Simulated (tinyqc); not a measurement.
Inside a calculation. Method: one-electron ion in a basis of Gaussians. One step of it, computed by the program tinyqc.

Task: Matrices over normalised Gaussians. With p = a_i + a_j and I(k) = Gamma((k+1)/2) / (2 p^((k+1)/2)): S = I(2l+2), T = (2l+3) a_i a_j S / p, V = -Z I(2l+1), each divided by sqrt(S_ii S_jj).

exponents of r^l exp(-a r^2) (1/bohr^2): 0.048820  0.128000  0.335700  0.880100  2.308000  6.052000

Z = 4

l = 2

Give: S; T; V.

Result:

S:
```
        1       2       3       4       5       6
1  1.0000  0.6759  0.2409  0.0594  0.0123  0.0024
2  0.6759  1.0000  0.6758  0.2409  0.0594  0.0123
3  0.2409  0.6758  1.0000  0.6760  0.2410  0.0594
4  0.0594  0.2409  0.6760  1.0000  0.6758  0.2409
5  0.0123  0.0594  0.2410  0.6758  1.0000  0.6759
6  0.0024  0.0123  0.0594  0.2409  0.6759  1.0000
```

T (hartree):
```
        1       2       3       4       5        6
1  0.1709  0.1672  0.0719  0.0192  0.0041   0.0008
2  0.1672  0.4480  0.4384  0.1885  0.0504   0.0108
3  0.0719  0.4384  1.1749  1.1499  0.4943   0.1322
4  0.0192  0.1885  1.1499  3.0804  3.0142   1.2957
5  0.0041  0.0504  0.4943  3.0142  8.0780   7.9049
6  0.0008  0.0108  0.1322  1.2957  7.9049  21.1820
```

V (hartree):
```
         1        2        3        4        5        6
1  -0.7522  -0.6842  -0.3596  -0.1378  -0.0456  -0.0142
2  -0.6842  -1.2180  -1.1077  -0.5823  -0.2230  -0.0738
3  -0.3596  -1.1077  -1.9724  -1.7942  -0.9431  -0.3613
4  -0.1378  -0.5823  -1.7942  -3.1937  -2.9048  -1.5268
5  -0.0456  -0.2230  -0.9431  -2.9048  -5.1719  -4.7042
6  -0.0142  -0.0738  -0.3613  -1.5268  -4.7042  -8.3749
```
